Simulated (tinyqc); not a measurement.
Random telegraph noise from one oxide trap in a small MOSFET: one step of the calculation.

An acceptor-like trap exchanges electrons with the channel. Inversion charge Q = Cox u, u = n Vt W0(exp((Vg - VT)/(n Vt))), W0 the Lambert function, n = nf, Cox = eps0 eox/tox; linear regime Id = (W/L) mu Q Vd. Relative to threshold the surface potential rises by Vt ln(u/u0) and the oxide voltage by the rest of Vg - VT, with u0 = n Vt W0(1).

Task. Lorentzian spectrum. Spectrum S(f) = 4 dI^2/{(tc + te)[(1/tc + 1/te)^2 + (2 pi f)^2]}; corner fc = (1/tc + 1/te)/(2 pi); variance dI^2 tc te/(tc + te)^2. Give S at f = 0, at fc and at 10 fc.

tc = 0.027562784 s
te = 0.096492684 s
dI = 74.751924 nA

Find: fc; S(0); S(fc); S(10 fc); rms current.

Result.

fc = 7.4237 Hz
S(0) = 8.2812e-17 A^2/Hz
S(fc) = 4.1406e-17 A^2/Hz
S(10 fc) = 8.1992e-19 A^2/Hz
rms current = 31.075 nA

The rms value is 0.416 of the step; it reaches its largest share, 1/2, when tc = te.

Range of the model: VT is taken as given; short-channel effects and the uneven flow of current among few electrons are left out.

Numbers from tinyqc (`OMP_NUM_THREADS=1 python tinyqc.py 2710112 2710113 out.jsonl`; about 0.01 s on one thread of a shared Intel Xeon 2.30GHz).
